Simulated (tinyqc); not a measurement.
# Changing the service temperature T_c

Model: grain growth, pinning, strength and diffusional creep of a polycrystal or thin film. Computed by tinyqc, a small Python program. Command: `OMP_NUM_THREADS=1 python tinyqc.py 3030827 3030828 out.jsonl grain sweep`. One thread of a shared host (Intel(R) Xeon(R) Processor @ 2.30GHz), about 0.01 s of CPU time with the checks.

One mean grain size d describes the structure.

Inputs (values chosen for the exercise, modelled on tungsten): atomic volume Omega = 15.85 angstrom^3; boundary energy gamma = 1.1 J/m^2; mobility prefactor M0 = 4.8e-05 m^4/(J s); activation energy of boundary motion Q_m = 4.52 eV; anneal temperature T = 1688 K; anneal time t = 440 s; initial grain size d0 = 35 nm; particle volume fraction f = 0.00016; particle radius r = 6.9 nm; lattice diffusion energy Q_l = 5.28 eV; boundary diffusion energy Q_b = 3.93 eV; lattice prefactor D0 = 5.4e-05 m^2/s; boundary prefactor delta D0b = 2.6e-15 m^3/s; applied stress sigma = 260 MPa.

Sample: bulk.

Constants: k_B = 8.617333262e-05 eV/K; k_B = 1.380649e-23 J/K.

Method:
- M = M0 exp(-Q_m/(k_B T)). The driving pressure is 2 gamma/d. Zener pinning pressure 3 f gamma/(2 r) stops growth at d_Z = 4 r/(3 f). The limit is d_lim = d_Z.
- dd/dt = 2 M gamma (1/d - 1/d_lim) integrates to 2 M gamma t = d_lim (d0 - d) + d_lim^2 ln[(d_lim - d0)/(d_lim - d)]; without pinning d^2 = d0^2 + 4 M gamma t.
- Nabarro-Herring rate = 14 sigma Omega D_l/(k_B T d^2), D_l = D0 exp(-Q_l/(k_B T)); Coble rate = 14 pi sigma Omega delta D_b/(k_B T d^3), delta D_b = delta D0b exp(-Q_b/(k_B T)); they are equal at d_x = pi delta D_b/D_l.

One run for each value; columns: (1) service temperature T_c (K); (2) Nabarro-Herring rate (1/s); (3) Coble rate (1/s); (4) time to 1 % strain (s); (5) crossover size d_x (micrometre):
```
(1)          (2)         (3)         (4)         (5)
1280  6.8314e-11  3.2985e-08  3.0254e+05  3.1269e+01
1480  3.8089e-08  3.5181e-06  2.8120e+03  5.9817e+00
1680  4.6366e-06  1.2146e-04  7.9305e+01  1.6965e+00
1890  2.3712e-04  2.2040e-03  4.0964e+00  6.0196e-01
2090  4.7708e-03  2.0061e-02  4.0270e-01  2.7233e-01
2290  5.6347e-02  1.2312e-01  5.5720e-02  1.4151e-01
2500  4.8849e-01  6.0083e-01  9.1801e-03  7.9654e-02
2700  2.7789e+00  2.1487e+00  2.0294e-03  5.0075e-02
2900  1.2375e+01  6.4129e+00  5.3226e-04  3.3561e-02
```

Describe and explain the trends.

Over the rows, Nabarro-Herring rate (1/s) rises from 6.83e-11 to 12.4 (exponent d ln y / d ln x 44 between the first rows and 21 between the last); Coble rate (1/s) rises from 3.30e-8 to 6.41 (exponent d ln y / d ln x 32 between the first rows and 15 between the last); time to 1 % strain (s) falls from 303000 to 5.32e-4 (exponent d ln y / d ln x -32 between the first rows and -19 between the last). The apparent activation energy of the total rate times T is 3.94 eV between the first rows and 4.76 eV between the last, against Q_b = 3.93 and Q_l = 5.28 eV.

Caution (all rows): sigma Omega is not small against k_B T, as the linear creep laws assume. Caution (rows 1890, 2090, 2290, 2500, 2700, 2900): T_c is above the anneal temperature, so the grains would go on growing in service.

Extremes, crossings and ranges named in words are read from the listed rows.
